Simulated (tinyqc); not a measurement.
# Floating body of a partially depleted SOI transistor: body voltage and kink: two studies

Source at 0 V. Channel current Ic = 2 nf K Vt^2 [F(0) - F(Vd)](1 + la Vd), F(V) = ln^2(1 + exp((Vg - VT - nf V)/(2 nf Vt))), VT = VT0 - gb Vb. Saturation voltage Vs = 2 Vt sqrt(F(0)) + 3 Vt, excess Ve = (Vd - Vs + sqrt((Vd - Vs)^2 + 0.0004 V^2))/2, multiplication M1 = Ai Ve exp(-Bl/Ve). Each junction passes D(v) = J1 (exp(v/Vt) - 1) + J2 (exp(v/(2 Vt)) - 1). Bipolar current Ib = bb J1 (exp(Vb/Vt) - 1). The body settles where M1 (Ic + Ib) = D(Vb) + D(Vb - Vd) + Vb/Rb; drain current Id = (1 + M1)(Ic + Ib) - D(Vb - Vd).

Values chosen for this exercise; values of the order met in partially depleted silicon-on-insulator transistors: temperature T = 330 K; threshold at zero body voltage VT0 = 0.35 V; fall of the threshold per volt of body voltage gb = 0.27; slope factor nf = 1.5; gain factor per width K = 100 uA/(V^2 um); channel-length modulation factor la = 0.09 1/V; impact-ionisation prefactor Ai = 3.59 1/V; impact-ionisation voltage Bl = 6.9 V; diffusion saturation current of each junction J1 = 1.9e-11 uA/um; recombination saturation current of each junction J2 = 2.5e-8 uA/um; gain of the lateral bipolar transistor on the diffusion current bb = 3; resistance of a weak body tie to the source (1e9 stands for no tie, and the term is then dropped) Rb = 1e9 kohm um; gate voltage Vg = 0.29 V; drain voltage Vd = 1.6 V.

Constants: q = 1.602176634e-19 C, kB = 1.380649e-23 J/K, Vt = kB T/q. Results are converted to the units shown.

Each table varies one quantity; the others keep the values above.

## Output curve and kink

Rows with more than one solution for Vb (latch) are left out; dId/dVd by a forward difference over 1e-4 V, swing = 1e-4 V over the change of log10 Id; M1 under 1e-12 is printed as 0.

Output curve and kink:
```
Vd (V)	Vb (V)	M1	Id, floating (uA/um)	Id, grounded (uA/um)	ratio	dId/dVd, floating (uS/um)	dId/dVd, grounded (uS/um)
0.68	0.2088	8.266e-6	0.1163	0.04162	2.794	0.7921	0.003541
0.84	0.3805	1.304e-4	0.2479	0.04220	5.875	0.7342	0.003658
1	0.4636	9.062e-4	0.3486	0.04281	8.142	0.5507	0.004121
1.16	0.5147	0.003709	0.4308	0.04355	9.891	0.4927	0.005215
1.32	0.5515	0.01076	0.5111	0.04453	11.48	0.5272	0.007134
1.48	0.5805	0.02477	0.6054	0.04588	13.19	0.6744	0.009938
1.64	0.6050	0.04849	0.7365	0.04775	15.42	1.006	0.01358
1.8	0.6272	0.08432	0.9471	0.05027	18.84	1.724	0.01797
```

Vb rises from 0.209 to 0.627 V and the ratio of the currents rises from 2.79 to 18.8. The output conductance with a floating body exceeds the grounded value by the largest factor among the rows, 224, at Vd = 0.68 V, where Vb = 0.209 V and M1 = 8.27e-6.

## Transfer curve and swing

Same model as above.

Transfer curve and swing:
```
Vg (V)	Vb (V)	M1	Id, floating (uA/um)	Id, grounded (uA/um)	ratio	swing, floating (mV/decade)	swing, grounded (mV/decade)
-0.1	0.2467	0.05703	3.661e-5	7.674e-6	4.771	65.35	98.79
0	0.4025	0.05648	0.001050	7.887e-5	13.32	74.19	99.07
0.1	0.4979	0.05447	0.01783	7.929e-4	22.49	90.00	100.8
0.2	0.5623	0.04918	0.1674	0.007405	22.61	121.5	106.3
0.3	0.6022	0.04057	0.7933	0.05716	13.88	184.9	121.8
0.4	0.6242	0.03123	2.189	0.3070	7.130	279.6	158.1
0.5	0.6356	0.02301	4.381	1.058	4.140	392.8	222.6
0.6	0.6407	0.01638	7.307	2.539	2.878	513.4	312.0
0.7	0.6416	0.01125	10.93	4.808	2.273	635.2	416.3
```

Vb rises from 0.247 to 0.642 V. The smallest swing among the rows is 65.3 mV a decade with a floating body (at Vg = -0.1 V) and 98.8 with a grounded one; Vt ln 10 = 65.5. The floating swing is smaller by more than 3 % for Vg = -0.1, 0, 0.1 V, where the rising Vb lowers the threshold as Vg rises. In the first row the floating body raises the current by a factor of 4.77.

Range of the model: The multiplication law is an empirical form chosen for the exercise; self-heating and capacitive coupling to the body are left out, and the linear laws are rough once Vb passes about 0.7 V or M1 about 0.1.

Computed by the program tinyqc: `OMP_NUM_THREADS=1 python tinyqc.py 2182180 2182181 out.jsonl`, one thread of a shared Intel Xeon 2.30GHz, about 0.2 s for the whole run.
